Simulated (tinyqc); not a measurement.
# Worked calculation: undoped symmetric double-gate MOSFET, analytic potential model

Numbers from tinyqc (`OMP_NUM_THREADS=1 python tinyqc.py 2440086 2440087 out.jsonl`; about 0.01 s on one thread of a shared Intel Xeon 2.30GHz). Printed values are rounded.

An undoped body of thickness ts between two equal insulators and tied gates; long channel, electrons only, n = ni exp((psi - V)/Vt) with V the quasi-Fermi potential (0 at the source, Vd at the drain), constant mobility, no quantisation. Across the body psi(x) = V - 2 Vt ln[(ts/(2 beta)) sqrt(q ni/(2 eps0 eps_r Vt)) cos(2 beta x/ts)], x from the centre. Q is the electron charge per area of the whole body.

Parameters, values chosen for the exercise; material values close to those of silicon: temperature T = 350 K; band gap Eg = 1.1 eV; relative permittivity of the semiconductor eps_r = 11.8; conduction-band density of states at T Nc = 3.52e19 cm^-3; valence-band density of states at T Nv = 3.34e19 cm^-3; relative permittivity of the gate insulator eox = 25.7; insulator thickness tox = 9.1 nm; body thickness ts = 12 nm; gate work function less that of the intrinsic body dphi = 0.03 V; channel mobility mu = 230 cm^2/(V s); gate length L = 0.2 um; gate voltage Vg = 0.57 V; drain voltage Vd = 0.1 V.

Constants: q = 1.602176634e-19 C, kB = 1.380649e-23 J/K, Vt = kB T/q, eps0 = 8.8541878128e-14 F/cm where lengths are in cm. Results are converted to the units shown.

## Constants of the body

ni = sqrt(Nc Nv) exp(-Eg/(2 Vt)), Eg in volts; r = eps_r tox/(eox ts); V0 = dphi + 2 Vt ln[(2/ts) sqrt(2 eps0 eps_r Vt/(q ni))].

ni = 4.12566e11 cm^-3
r = 0.348184
V0 = 0.476061 V

## Iteration 1: beta at the source by Newton steps

beta at the start = 0.8

With V = 0: f = ln(beta) - ln(cos beta) + 2 r beta tan(beta) - (Vg - V0)/(2 Vt); f' = 1/beta + tan(beta) + 2 r [tan(beta) + beta/cos^2(beta)]; beta(new) = beta - f/f'.

f = -0.845456
f' = 4.14435
beta after iteration 1 = 1.00400

## Iteration 2: beta at the source by Newton steps

As before.

f = 0.167087
f' = 6.08650
beta after iteration 2 = 0.976550

## Course of the iteration: beta at the source by Newton steps

Stop when beta changes by less than 1e-11, or after 40 iterations. beta must stay between 0 and pi/2.

Course of the iteration:
```
iteration      beta  |change|
1           1.00400     0.204
2          0.976550    0.0275
3          0.975608   9.42e-4
4          0.975607   1.01e-6
5          0.975607  1.17e-12
```

Converged in 5 iterations. At the end the number of correct digits about doubles with each step.

## Charges and drain current

beta_s = 0.975607
beta_d = 0.580310

beta (between 0 and pi/2) solves (Vg - V0 - V)/(2 Vt) = ln(beta) - ln(cos beta) + 2 r beta tan(beta). Q = 8 eps0 eps_r Vt beta tan(beta)/ts; I = mu (1/L)(4 eps0 eps_r/ts)(2 Vt)^2 [g(beta_s) - g(beta_d)] per width, g = beta tan(beta) - beta^2/2 + r beta^2 tan^2(beta), with beta_s at V = 0 and beta_d at V = Vd.

Qs = 302.694 nC/cm^2
Qd = 79.9257 nC/cm^2
g(beta_s) = 1.68783
g(beta_d) = 0.262477
I = 20.7716 uA/um

The term r beta^2 tan^2(beta), which gives the square law, makes up 42.8 % of g at the source.

## Potential and electron density across the body at the source

x/ts, point 0 to 6: 0  0.1  0.2  0.3  0.4  0.45  0.5

psi(x) as above with V = 0 and beta = beta_s; n = ni exp(psi/Vt).

```
point   psi (V)   n (cm^-3)
0      0.444571  1.04001e18
1      0.445727  1.08064e18
2      0.449286  1.21598e18
3      0.455556  1.49698e18
4      0.465182  2.05979e18
5      0.471619  2.54980e18
6      0.479475  3.30850e18
```

The density at the surface is 3.18 times that at the centre (1/cos^2 beta).
